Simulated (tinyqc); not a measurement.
Worked calculation: rapid thermal processing of a wafer: radiative balance, ramp and cooling, pattern effects, pyrometer error and spike budget. Computed by tinyqc, a small Python program that keeps every step. Command: `OMP_NUM_THREADS=1 python tinyqc.py 3111446 3111447 out.jsonl rtp walk`. One thread of a shared host (Intel(R) Xeon(R) Processor @ 2.30GHz), about 0.05 s of CPU time with the checks. Intermediate numbers are printed to about 6 digits and carried at full precision; extremes and crossings named in words are read from the listed rows.

The wafer is opaque and uniform through its thickness unless said otherwise; temperatures in formulas are in kelvin (C + 273.15). sigma = 5.670374419e-12 W/(cm^2 K^4).

Inputs (values chosen for the exercise, modelled on a hot silicon wafer):
```
quantity,value,unit
wafer thickness d,725,micrometre
heat capacity per volume C,2.22,J/(cm^3 K)
thermal conductivity k,0.27,W/(cm K)
emissivity eps of each face,0.56,-
reflectivity of the chamber walls r,0.13,-
"gas heat-transfer coefficient h, both faces together",2,mW/(cm^2 K)
wall temperature T_w,700,K
process temperature,607,C
starting temperature,500,C
ramp rate,300,K/s
relative change of absorptivity over a pattern,1.5,%
period of the pattern,11,mm
pyrometer wavelength,4.5,micrometre
error of the assumed emissivity,1.3,%
activation energy of the process E_a,2,eV
```

Constants: k_B = 8.617333262e-05 eV/K; h = 6.62607015e-34 J s; c = 299792458 m/s; k_B = 1.380649e-23 J/K.

## Power to hold and to ramp

Effective emissivity between parallel grey plates: eps_eff = 1/(1/eps + 1/(1 - r) - 1). Loss per area q(T) = 2 eps_eff sigma (T^4 - T_w^4) + h (T - T_w). Absorbed power during a ramp = q(T) + C d x ramp rate; thermal time constant tau = C d/(dq/dT), dq/dT = 8 eps_eff sigma T^3 + h; natural cooling rate q/(C d); front-to-back difference under one-sided heating at the end of the ramp = (absorbed power) d/(2 k).

eps_eff = 0.516759

holding power q = 2.47008 W/cm^2

power at the end of the ramp = 50.7551 W/cm^2

dq/dT = 17.9830 mW/(cm^2 K)

time constant tau = 8.95010 s

natural cooling rate = 15.3469 K/s

front-to-back difference = 6.81434 K

Radiation carries 85 % of the loss. The ramp needs 20.5 times the holding power.

## Cooling curve

Cooling with the lamps off: C d dT/dt = -q(T), integrated adaptively (relative tolerance 1e-10).

Lamps off at t = 0:
```
t (s),T (C),cooling rate (K/s)
0.9,593.851,13.9067
1.8,581.913,12.6484
3.6,561.100,10.5628
6.3,535.924,8.2154
9.0,516.171,6.5012
13.0,493.999,4.7033
22.0,463.259,2.4182
36.0,441.506,0.9376
```

The rate falls from 15.3 K/s at t = 0 to 0.938 K/s in the last row.

## Thermal budget of a spike

Spike anneal: linear ramp to the peak, then lamps off. Equivalent time at the peak = int exp(-(E_a/k_B)(1/T - 1/T_peak)) dt; estimate (k_B T^2/E_a)(1/ramp rate + 1/cooling rate). The ramp part uses 4000 trapezoid steps, the cooling part 4000 steps over 4 tau. Time within 50 K of the peak from the same curves.

equivalent time, ramp = 0.101560 s

equivalent time, cooling = 2.72159 s

equivalent time, total = 2.82315 s

estimate = 2.28614 s

time within 50 K of the peak = 4.16228 s

Cooling supplies 96 % of the budget.

## What a faster ramp buys

The formulas are those given above.

Against the ramp rate:
```
ramp (K/s),ramp part (s),cooling part (s),total (s),power at the peak (W/cm^2)
10,3.04681,2.72159,5.76840,4.080
25,1.21872,2.72159,3.94031,6.494
50,0.60936,2.72159,3.33095,10.518
100,0.30468,2.72159,3.02627,18.565
250,0.12187,2.72159,2.84346,42.708
500,0.06094,2.72159,2.78252,82.945
1000,0.03047,2.72159,2.75206,163.420
```

From 10 to 100 K/s the total falls by a factor 1.9, from 100 to 1000 K/s by 1.10: the cooling part, 2.72 s, is a floor, and the natural cooling rate here is 15.3 K/s.

## Pattern effect

At steady state a sinusoidal change of absorbed power of relative amplitude a and period p gives the temperature amplitude a q/(dq/dT + k d (2 pi/p)^2); healing length l = sqrt(k d/(dq/dT)); process change = E_a dT/(k_B T^2). Emissivity is taken as unchanged.

healing length l = 10.4332 mm

amplitude without lateral conduction = 2.06034 K

amplitude = 0.0564244 K

change of the process rate = 0.169048 %

Lateral conduction cuts the amplitude to 2.7 %, since p/(2 pi l) = 0.17.

## Pyrometer error

Signal proportional to eps/(exp(c2/(lambda T)) - 1), c2 = h c/k_B. If the assumed emissivity is too high by the given error, the reading T' solves (1 + error)/(exp(c2/(lambda T')) - 1) = 1/(exp(c2/(lambda T)) - 1). Wien estimate: T' - T = -lambda T^2 ln(1 + error)/c2. Process rates go as exp(-E_a/(k_B T)).

c2 = 14387.8 micrometre K

c2/(lambda T) = 3.63266

reading less true temperature = -3.03669 K

Wien estimate = -3.12945 K

rate at T over rate at T', less 1 = 9.55919 %

Caution: below about 600 C lightly doped silicon is partly transparent at this wavelength, so its emissivity is not yet the hot value early in the ramp.

Checks made by the program: cooling time against quadrature of C d dT/q (relative difference 3e-07).
